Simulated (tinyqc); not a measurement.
Inside a calculation. Method: plane-wave Kohn-Sham cycle with exchange-only LDA in a layered model solid. Computed by tinyqc, a small Python program that keeps every step. Settings: points = 16, plane-wave index or count = 3, electrons = 2, k points = 1, area = 36.0, mixing = 0.1, iteration cap = 57, Kerker q0 = 1.21. Command: `OMP_NUM_THREADS=1 python tinyqc.py 22691 22692 out.jsonl` (the two numbers bound the seeds that draw the settings). One thread of a shared host (Intel(R) Xeon(R) Processor @ 2.60GHz), about 0.03 s of CPU time with the checks. Later iterations appear only in the table of the cycle.

## Iteration 1: potential

A solid whose potential varies along x alone (atomic units):
```
parameter                      value
period a                    8.400000
cross-section of the cell  36.000000
electrons per cell                 2
grid points                       16
plane waves -n..n, n               3
k points                           1
V1 in V1 cos(2 pi x/a)     -0.580000
```

density at the start, on the grid x_j = j a/N (e/bohr^3): 0.0066138  0.0066138  0.0066138  0.0066138  0.0066138  0.0066138  0.0066138  0.0066138  0.0066138  0.0066138  0.0066138  0.0066138  0.0066138  0.0066138  0.0066138  0.0066138

V_H(G) = 4 pi rho(G)/G^2 for G != 0 (uniform background); v_x = -(3 rho/pi)^(1/3); V = V_ext + V_H + v_x; Fourier components f(G_m) = (1/N) sum_j f(x_j) exp(-i G_m x_j).

Potentials on the grid (hartree):
```
x           V_ext      V_H       v_x         V
0.00000  -0.58000  0.00000  -0.18484  -0.76484
0.52500  -0.53585  0.00000  -0.18484  -0.72069
1.05000  -0.41012  0.00000  -0.18484  -0.59497
1.57500  -0.22196  0.00000  -0.18484  -0.40680
2.10000         0  0.00000  -0.18484  -0.18484
2.62500   0.22196  0.00000  -0.18484   0.03711
3.15000   0.41012  0.00000  -0.18484   0.22528
3.67500   0.53585  0.00000  -0.18484   0.35101
4.20000   0.58000  0.00000  -0.18484   0.39516
4.72500   0.53585  0.00000  -0.18484   0.35101
5.25000   0.41012  0.00000  -0.18484   0.22528
5.77500   0.22196  0.00000  -0.18484   0.03711
6.30000         0  0.00000  -0.18484  -0.18484
6.82500  -0.22196  0.00000  -0.18484  -0.40680
7.35000  -0.41012  0.00000  -0.18484  -0.59497
7.87500  -0.53585  0.00000  -0.18484  -0.72069
```

V(G_m), m = 0, 1, 2, ... (hartree): -0.18484  -0.29000  0.00000  0.00000  0.00000  0.00000  0.00000

## Iteration 1: Hamiltonian at one k

k = 0.00000 2 pi / a

H(m,m') = (k + G_m)^2/2 delta + V(G_m - G_m'), with V(-G) = V(G).

H (hartree):
```
          -3        -2        -1        +0        +1        +2        +3
-3   2.33291  -0.29000   0.00000   0.00000   0.00000   0.00000   0.00000
-2  -0.29000   0.93416  -0.29000   0.00000   0.00000   0.00000   0.00000
-1   0.00000  -0.29000   0.09491  -0.29000   0.00000   0.00000   0.00000
+0   0.00000   0.00000  -0.29000  -0.18484  -0.29000   0.00000   0.00000
+1   0.00000   0.00000   0.00000  -0.29000   0.09491  -0.29000   0.00000
+2   0.00000   0.00000   0.00000   0.00000  -0.29000   0.93416  -0.29000
+3   0.00000   0.00000   0.00000   0.00000   0.00000  -0.29000   2.33291
```

## Iteration 1: levels at that k

Diagonalise the Hermitian matrix.

eigenvalues (hartree): -0.49952  0.00114  0.29997  0.96875  0.98455  2.39208  2.39213

## Iteration 1: new density

Motion across x is left out: the lowest 1 band(s) hold two electrons at each of the k points (j + 1/2)/nk - 1/2. Residual R = rho(out) - rho(in); rho(new) = rho(in) + 0.1 R, with R(G) scaled by G^2/(G^2 + 1.21^2) (Kerker). rho(out) = 2/(a A nk) sum |psi|^2 with psi = sum c exp(i G x). Harris energy E = band energy - dV sum rho (V_H/2 + v_x) + (3/4) dV sum rho v_x with rho(in), dV = a A/N, band energy = (2/nk) sum of the filled levels.

rho(out) (e/bohr^3): 0.0222863  0.0192904  0.0125637  0.0062553  0.0024666  0.0008205  0.0002540  0.0000888  0.0000552  0.0000888  0.0002540  0.0008205  0.0024666  0.0062553  0.0125637  0.0192904

density after iteration 1 (e/bohr^3): 0.0072622  0.0070872  0.0067236  0.0064497  0.0063682  0.0064060  0.0064686  0.0065121  0.0065268  0.0065121  0.0064686  0.0064060  0.0063682  0.0064497  0.0067236  0.0070872

energy per cell = -0.9066131 hartree

## Iteration 2: potential

As before.

Potentials on the grid (hartree):
```
x           V_ext       V_H       v_x         V
0.00000  -0.58000   0.00789  -0.19070  -0.76281
0.52500  -0.53585   0.00682  -0.18915  -0.71819
1.05000  -0.41012   0.00416  -0.18586  -0.59182
1.57500  -0.22196   0.00110  -0.18330  -0.40416
2.10000         0  -0.00145  -0.18253  -0.18398
2.62500   0.22196  -0.00319  -0.18289   0.03588
3.15000   0.41012  -0.00421  -0.18348   0.22243
3.67500   0.53585  -0.00473  -0.18389   0.34723
4.20000   0.58000  -0.00488  -0.18403   0.39109
4.72500   0.53585  -0.00473  -0.18389   0.34723
5.25000   0.41012  -0.00421  -0.18348   0.22243
5.77500   0.22196  -0.00319  -0.18289   0.03588
6.30000         0  -0.00145  -0.18253  -0.18398
6.82500  -0.22196   0.00110  -0.18330  -0.40416
7.35000  -0.41012   0.00416  -0.18586  -0.59182
7.87500  -0.53585   0.00682  -0.18915  -0.71819
```

V(G_m), m = 0, 1, 2, ... (hartree): -0.18481  -0.28818  -0.00047  -0.00030  -0.00006  0.00000  0.00000

## Iteration 2: Hamiltonian at one k

k = 0.00000 2 pi / a

As before.

H (hartree):
```
          -3        -2        -1        +0        +1        +2        +3
-3   2.33295  -0.28818  -0.00047  -0.00030  -0.00006   0.00000   0.00000
-2  -0.28818   0.93419  -0.28818  -0.00047  -0.00030  -0.00006   0.00000
-1  -0.00047  -0.28818   0.09494  -0.28818  -0.00047  -0.00030  -0.00006
+0  -0.00030  -0.00047  -0.28818  -0.18481  -0.28818  -0.00047  -0.00030
+1  -0.00006  -0.00030  -0.00047  -0.28818   0.09494  -0.28818  -0.00047
+2   0.00000  -0.00006  -0.00030  -0.00047  -0.28818   0.93419  -0.28818
+3   0.00000   0.00000  -0.00006  -0.00030  -0.00047  -0.28818   2.33295
```

## Iteration 2: levels at that k

As before.

eigenvalues (hartree): -0.49712  0.00286  0.29863  0.96838  0.98383  2.39136  2.39141

## Iteration 2: new density

As before.

rho(out) (e/bohr^3): 0.0222765  0.0192815  0.0125590  0.0062572  0.0024725  0.0008259  0.0002571  0.0000904  0.0000563  0.0000904  0.0002571  0.0008259  0.0024725  0.0062572  0.0125590  0.0192815

density after iteration 2 (e/bohr^3): 0.0078779  0.0075394  0.0068347  0.0063005  0.0061375  0.0062062  0.0063253  0.0064089  0.0064372  0.0064089  0.0063253  0.0062062  0.0061375  0.0063005  0.0068347  0.0075394

energy per cell = -0.9019360 hartree

## Convergence

Stop when sqrt(dV sum R^2) is below 1e-8, dV = a A/N.

Course of the cycle:
```
iteration  E (hartree)  norm of the residual
1           -0.9066131              1.34e-01
2           -0.9019360              1.29e-01
3           -0.8973267              1.25e-01
4           -0.8928289              1.21e-01
5           -0.8884718              1.17e-01
6           -0.8842743              1.13e-01
7           -0.8802479              1.09e-01
8           -0.8763991              1.06e-01
9           -0.8727303              1.02e-01
10          -0.8692413              9.87e-02
11          -0.8659297              9.56e-02
...                ...                   ...
47          -0.8193663              3.15e-02
48          -0.8190813              3.05e-02
49          -0.8188171              2.96e-02
50          -0.8185722              2.88e-02
51          -0.8183455              2.79e-02
52          -0.8181357              2.71e-02
53          -0.8179417              2.63e-02
54          -0.8177624              2.55e-02
55          -0.8175968              2.48e-02
56          -0.8174439              2.40e-02
57          -0.8173030              2.33e-02
```

Not converged within 57 iterations: the residual falls steadily but slowly, by a factor of about 0.97 a step. Reruns (cap 100 unless said): mixing 0.5, Kerker q0 1.0: converged in 82 (E = -0.81608); mixing 0.3, Pulay depth 5: converged in 13 (E = -0.81608); the original settings with a cap of 400: not converged.
